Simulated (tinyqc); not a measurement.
Stark shift: quantum well in an electric field by finite differences.

Finite differences on points z_i at the centres of cells of width h: H_ii = (c/h^2)(1/m_(i-1/2) + 1/m_(i+1/2)) + V_i, H_(i,i+1) = -(c/h^2)/m_(i+1/2), where m_(i+1/2) is the mean of the masses at the two points (the end values are repeated outwards), psi = 0 on the points beyond both ends, c = hbar^2/2m0. The field adds e F (z - z0) with z0 the middle of the structure; 1 kV/cm = 1e-5 eV/angstrom.

Constants: hbar^2/2m0 = 3.80998211 eV angstrom^2.

Parameters, chosen for this exercise (out of a larger set: near those of an InGaAs well in InP; not measured data):
- layers = ((45, 0.258, 0.0814), (90, 0, 0.042), (45, 0.258, 0.0814)) (each layer: thickness in angstrom, band edge in eV, mass in m0)
- hf = 0.9375 angstrom (cell width of the fine grid)
- Fs = (0, 15, 30, 45, 60, 75, 90) kV/cm (fields)

Fine grid. Perturbation theory: dE1 = e F z_11 - beta (e F)^2 with beta = sum_j z_1j^2/(E_j - E_1) over the 13 next levels at zero field, z from z0.

Levels against field:
```
F (kV/cm)  E1 (eV)  E2 (eV)  dE1 (meV)  second order (meV)  <z - z0> (angstrom)  E2 - E1 (meV)
0           0.0451   0.1831       0.00                0.00                  0.0          138.0
15.0        0.0450   0.1831      -0.10               -0.10                 -1.4          138.1
30.0        0.0447   0.1831      -0.41               -0.41                 -2.7          138.4
45.0        0.0441   0.1831      -0.91               -0.92                 -4.0          138.9
60.0        0.0434   0.1830      -1.62               -1.63                 -5.4          139.6
90.0        0.0414   0.1830      -3.62               -3.66                 -8.0          141.5
```

Give the missing row, F (kV/cm) = 75.0.

Computed row:
```
F (kV/cm)  E1 (eV)  E2 (eV)  dE1 (meV)  second order (meV)  <z - z0> (angstrom)  E2 - E1 (meV)
75.0        0.0425   0.1830      -2.52               -2.54                 -6.7          140.5
```

z_11 = 0.00 angstrom
beta = 4521 angstrom^2/eV

At zero field the state is centred, so the shift starts as F^2; it turns linear only if the state is pulled to one side. At 90 kV/cm E1 has moved by -3.62 meV, where second order gives -3.66 meV; they differ by 1.1 % there. The electron moves by -8.0 angstrom, against the rise of the potential. From 90 kV/cm on E2 lies above the lowest point of the outer barrier, so it is a resonance or a state of the finite grid, held or pushed up by its ends. E2 - E1 grows with the field; the ends are 138.0 and 141.5 meV.

Program tinyqc; command `OMP_NUM_THREADS=1 python tinyqc.py 1251148 1251149 out.jsonl`; about 0.02 s on one thread of a shared Intel(R) Xeon(R) Processor @ 2.30GHz.
